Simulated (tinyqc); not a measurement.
Force balance against energy balance: elastic strain and critical thickness of a cubic alloy layer A(1-x)B(x) on a thick substrate. Computed by tinyqc, a small Python program. Command: `OMP_NUM_THREADS=1 python tinyqc.py 3024411 3024412 out.jsonl misfit walk`. One thread of a shared host (Intel(R) Xeon(R) Processor @ 2.30GHz), about 0.01 s of CPU time with the checks.

Strain is positive in tension. The layer is coherent with the substrate unless said otherwise.

Inputs (values chosen for the exercise, for a model alloy):
```
quantity                        value      unit
fraction x of B                  0.63         -
lattice constant a_A            5.653  angstrom
lattice constant a_B            5.451  angstrom
substrate lattice constant a_S  5.664  angstrom
```

Growth plane: (001). Layer: uncapped. Misfit dislocation: edge.

C11, C12, C44 of A (GPa): 123.4  47.9  54.72

C11, C12, C44 of B (GPa): 136.1  62.65  76.33

Method:
- a = (1 - x) a_A + x a_B, the same rule for each C_ij; misfit f = (a_S - a)/a, the in-plane strain of the coherent layer.
- Voigt averages: G = (C11 - C12 + 3 C44)/5, B = (C11 + 2 C12)/3, nu = (3 B - 2 G)/(2 (3 B + G)); b = a/sqrt(2). Edge dislocation with b in the interface: cos alpha = 0, cos lambda = 1.
- Matthews-Blakeslee: h_c = A [ln(h_c/b) + 1], A = b (1 - nu cos^2 alpha)/(8 pi |f| (1 + nu) cos lambda), the factor 8 pi being that of an uncapped layer.
- People-Bean: h_c = P ln(h_c/b), P = (1 - nu)/(1 + nu) b^2/(16 pi sqrt(2) a f^2). The misfit is scaled by 0.25, 0.4, 0.6, 1, 1.5, 2.2 at fixed a, b and nu; the upper root is taken, and rows with A < 1.3 b or P < 3 b, where the roots shrink to the core size or vanish, are left out.

misfit f = 0.0250211

prefactor A = 0.508339 nm

Poisson ratio nu = 0.222296

Burgers vector b = 0.390729 nm

free lattice constant a = 5.52574 angstrom

Critical thickness:
```
|f| (%)  Matthews-Blakeslee (nm)  People-Bean (nm)   ratio
0.6255                    8.2301            444.76  54.041
1.0008                    4.3266            146.28  33.810
1.5013                    2.3770             54.10  22.760
2.5021                    0.9712             14.19  14.611
```

What does the comparison show, and why?

The exponents d ln h_c/d ln f are -1.37 and -2.37 between the first rows, steeper than the -1 and -2 of the prefactors because of the logarithm. The ratio falls from 54.0 to 14.6 as the misfit grows. Where People-Bean lies above, a layer between the lines is metastable: dislocations would lower the energy but have to be nucleated. Above about 2 % misfit islands may come first.
